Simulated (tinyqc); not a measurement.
# Narrowing from the saturation current

Question. A uniform n-type emitter has J0 = (q p0 D/L)(s + tanh(W/L))/(1 + s tanh(W/L)), D = mup Vt, s = S L/D, and p0 = (ni^2/N) exp(dE_app/kB T), where dE_app = dEg + kB T ln[(N/Nc) exp(-eta)]. Find p0, dE_app and dEg.

Values chosen for this exercise; band and dielectric values those of a made-up semiconductor:
- T = 350 K (temperature)
- Nc = 2.94e19 cm^-3 (conduction-band density of states at 350 K)
- N = 8.8e18 cm^-3 (ionised donor density)
- mup = 180 cm^2/(V s) (minority-hole mobility)
- W = 83 nm (emitter width)
- S = 3e5 cm/s (recombination velocity at the contact)

Constants: q = 1.602176634e-19 C, kB = 1.380649e-23 J/K, Vt = kB T/q. Results are converted to the units shown.

J0 = 2.0552101e5 fA/cm^2
L = 5511.7920 nm
ni = 5.6369827e10 cm^-3
converged eta = -1.1008570

Answer. J0 gives p0, its ratio to ni^2/N gives dE_app, and the degeneracy term is taken off.

p0 = 6.23e3 cm^-3
dE_app = 85.9 meV
dEg = 89.1 meV

Computed by the program tinyqc: `OMP_NUM_THREADS=1 python tinyqc.py 2330128 2330129 out.jsonl`, one thread of a shared Intel Xeon 2.30GHz, about 0.01 s for the whole run.
